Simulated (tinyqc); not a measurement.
# FinFET, parasitic resistance, capacitance and delay: effects of single changes

Nf fins under one contact; each has gated perimeter p = 2 Hf + Wf and cross-section A = Hf Wf; contact width Wc = Nf pf, stack height Hs = Hf. Contact length Lc = CPP - Lg - 2 Lsp, shared by two neighbouring gates. Source and drain sides are equal. The formulas are first-order estimates, not field solutions.

Values chosen for this exercise; values close to those of silicon logic devices:
- T = 300 K (temperature)
- Nf = 1 (number of fins)
- Hf = 42 nm (fin height)
- Wf = 5 nm (fin width)
- pf = 24 nm (fin pitch)
- CPP = 60 nm (contacted gate pitch)
- Lg = 16 nm (gate length)
- Lsp = 5 nm (spacer length)
- ks = 3.3 (relative permittivity of the spacer)
- Hc = 30 nm (gate height above the channel stack)
- rc = 3.4e-9 ohm cm^2 (contact resistivity)
- re = 0.00053 ohm cm (resistivity of the source-drain epitaxy)
- te = 20 nm (current-carrying depth of the epitaxy)
- rx = 0.0018 ohm cm (resistivity of the extension)
- Lov = 1 nm (gate overlap)
- Cinv = 3 uF/cm^2 (inversion capacitance)
- vx = 1.1e7 cm/s (injection velocity)
- mu = 260 cm^2/(V s) (apparent mobility)
- VT = 0.28 V (threshold at zero drain voltage)
- dl = 0.06 V/V (barrier lowering)
- n = 1.19 (subthreshold factor)
- Cw = 0.06 fF (wire load)
- Vdd = 0.6 V (supply voltage)

Constants: q = 1.602176634e-19 C, kB = 1.380649e-23 J/K, eps0 = 8.8541878128e-12 F/m, Vt = kB T/q. Results are converted to the units shown.

Each table varies one quantity; the others keep the values above.

## Effect of the wire load

Epitaxy sheet resistance Rsh = re/te, transfer length LT = sqrt(rc/Rsh), contact Rc = [sqrt(rc Rsh)/Wc] coth(Lc/(2 LT)); extension of one fin Rx = rx Lsp/A. With N fins: gate Cg = Cinv p N Lg; per side, plate Cp = ks eps0 [Wc (Hs + Hc) - N A]/Lsp, top fringe Cf = (2/pi) ks eps0 Wc ln(1 + Lg/(2 Lsp)), overlap Co = Cinv p N Lov. One fin: I = p Q vx u/(1 + |u|^1.8)^(1/1.8), Q = Cinv n Vt ln(1 + exp((Vg' - VT + dl Vd')/(n Vt))), u = Vd' mu/(vx Lg), Vg' = Vgs - v, Vd' = Vds - 2 v, with the drop on each side v = Rc (sum of I) + Rx I. Ieff = [I(Vgs = Vdd, Vds = Vdd/2) + I(Vdd/2, Vdd)]/2, total currents. With Cs = Cp + Cf + Co, the load of an inverter of two such devices driving an equal one is CL = 2 (Cg + 2 Cs) + 4 Cs + Cw (own drains counted twice for the Miller effect); delay CL Vdd/(2 Ieff).

The same in every row: Rc (ohm) = 895.0; Rx/N (ohm) = 428.6; Ieff (uA) = 37.77.

Effect of the wire load:

| Cw (fF) | CL (aF) | delay (ps) |
|---|---|---|
| 0.02 | 201.2 | 1.598 |
| 0.043 | 224.2 | 1.781 |
| 0.093 | 274.2 | 2.178 |
| 0.2 | 381.2 | 3.027 |
| 0.43 | 611.2 | 4.854 |
| 0.93 | 1111 | 8.825 |
| 2 | 2181 | 17.32 |

As Cw goes from 0.02 to 2 fF, Ieff stays at 37.8 uA, CL rises from 201 to 2180 aF and the delay rises from 1.60 to 17.3 ps.

## Effect of the contacted gate pitch

Same model as above.

The same in every row: Rx/N (ohm) = 428.6; CL (aF) = 241.2.

Results:

| CPP (nm) | Rc (ohm) | Ieff (uA) | delay (ps) |
|---|---|---|---|
| 36 | 2852 | 23.31 | 3.104 |
| 42 | 1800 | 29.69 | 2.437 |
| 48 | 1328 | 33.55 | 2.157 |
| 54 | 1063 | 36.05 | 2.007 |
| 60 | 895.0 | 37.77 | 1.916 |
| 66 | 780.5 | 39.01 | 1.855 |
| 78 | 637.4 | 40.64 | 1.781 |

Estimate the missing row, CPP = 72 nm.

Computed row:

| CPP (nm) | Rc (ohm) | Ieff (uA) | delay (ps) |
|---|---|---|---|
| 72 | 698.4 | 39.93 | 1.812 |

With this row back in the table: As CPP goes from 36 to 78 nm, Ieff rises from 23.3 to 40.6 uA, CL stays at 241 aF and the delay falls from 3.10 to 1.78 ps. Only the contact length changes, so the capacitance stays and the pitch acts through Rc.

## Effect of the number of fins

Same model as above.

Effect of the number of fins:

| Nf | Rc (ohm) | Rx/N (ohm) | Ieff (uA) | CL (aF) | delay (ps) |
|---|---|---|---|---|---|
| 1 | 895.0 | 428.6 | 37.77 | 241.2 | 1.916 |
| 2 | 447.5 | 214.3 | 75.54 | 422.4 | 1.677 |
| 3 | 298.3 | 142.9 | 113.3 | 603.5 | 1.598 |
| 4 | 223.7 | 107.1 | 151.1 | 784.7 | 1.558 |
| 5 | 179.0 | 85.71 | 188.9 | 965.9 | 1.534 |
| 6 | 149.2 | 71.43 | 226.6 | 1147 | 1.518 |

What does the comparison show?

As Nf goes from 1 to 6, Ieff rises from 37.8 to 227 uA, CL rises from 241 to 1150 aF and the delay falls from 1.92 to 1.52 ps. From the first row to the last Ieff grows by a factor of 6.00 and CL by 4.76; the first step changes the delay by -12 %, the last by -1.0 %.

Program tinyqc, `OMP_NUM_THREADS=1 python tinyqc.py 2170086 2170087 out.jsonl`; Intel Xeon 2.30GHz, shared host, one thread, about 0.04 s.
